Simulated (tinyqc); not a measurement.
MP2 on RHF in the sto-3g basis, frozen core, for BeH2, spin multiplicity 1, step by step. One step of it, computed by the program tinyqc.

Task: Second-order Moller-Plesset energy. E2 = sum_ijab (ia|jb) [2 (ia|jb) - (ib|ja)] / (e_i + e_j - e_a - e_b) over occupied i, j and virtual a, b; the opposite-spin part is (ia|jb)^2 / denominator, the rest is same-spin, and SCS-MP2 scales them by 6/5 and 1/3.

orbital energies (hartree): MO1 -4.528574, MO2 -0.429968, MO3 -0.389335, MO4 0.213855, MO5 0.213855, MO6 0.387952, MO7 0.768455

Two-electron integrals over orbitals (pq|rs), unique and non-zero (hartree); the lowest 1 orbital is frozen and left out:
```
(22|22) 0.381328    (32|32) 0.160664    (33|22) 0.393725    (33|33) 0.417064
(42|42) 0.047900    (43|43) 0.013109    (44|22) 0.358102    (44|33) 0.341678
(44|44) 0.449859    (52|52) 0.047900    (53|53) 0.013109    (54|54) 0.024249
(55|22) 0.358102    (55|33) 0.341678    (55|44) 0.401360    (55|55) 0.449859
(62|22) -0.017511   (62|33) -0.042609   (62|44) 0.063123    (62|55) 0.063123
(62|62) 0.081434    (63|32) -0.092604   (63|63) 0.085683    (64|42) 0.046853
(64|64) 0.049891    (65|52) 0.046853    (65|65) 0.049891    (66|22) 0.382368
(66|33) 0.393474    (66|44) 0.357205    (66|55) 0.357205    (66|62) -0.029489
(66|66) 0.398742    (72|32) -0.040572   (72|63) 0.062127    (72|72) 0.057049
(73|22) -0.000900   (73|33) -0.018255   (73|44) 0.067208    (73|55) 0.067208
(73|62) 0.077022    (73|66) -0.021840   (73|73) 0.085737    (74|43) 0.013433
(74|74) 0.016857    (75|53) 0.013433    (75|75) 0.016857    (76|32) 0.140787
(76|63) -0.092440   (76|72) -0.049799   (76|76) 0.137859    (77|22) 0.408543
(77|33) 0.425567    (77|44) 0.381681    (77|55) 0.381681    (77|62) -0.023915
(77|66) 0.418066    (77|73) -0.000434   (77|77) 0.464490
```

Hartree-Fock energy = -15.53416249 hartree

Give: Terms; Pair energies; MP2 correlation energy; SCS-MP2 correlation energy; MP2 total energy.

Result:

Terms:
```
i  j  a  b  (ia|jb)  (ib|ja)  denominator       term
3  3  6  6    0.086    0.086       -1.555  -4.72e-03
2  2  6  6    0.081    0.081       -1.636  -4.05e-03
3  2  7  6    0.077    0.062       -1.976  -3.58e-03
2  3  6  7    0.077    0.062       -1.976  -3.58e-03
3  3  7  7    0.086    0.086       -2.316  -3.17e-03
2  2  5  5    0.048    0.048       -1.288  -1.78e-03
2  2  4  4    0.048    0.048       -1.288  -1.78e-03
2  3  7  6    0.062    0.077       -1.976  -1.49e-03
3  2  6  7    0.062    0.077       -1.976  -1.49e-03
2  2  7  7    0.057    0.057       -2.397  -1.36e-03
3  3  5  5    0.013    0.013       -1.206  -1.42e-04
3  3  4  4    0.013    0.013       -1.206  -1.42e-04
```

Pair energies (hartree; pair i-j sums ij and ji):
```
pair  opposite spin  same spin
2-2          -0.009      0.000
3-2          -0.010  -2.25e-04
3-3          -0.008      0.000
```

MP2 correlation energy = -0.02729 hartree

SCS-MP2 correlation energy = -0.03256 hartree

MP2 total energy = -15.56146 hartree
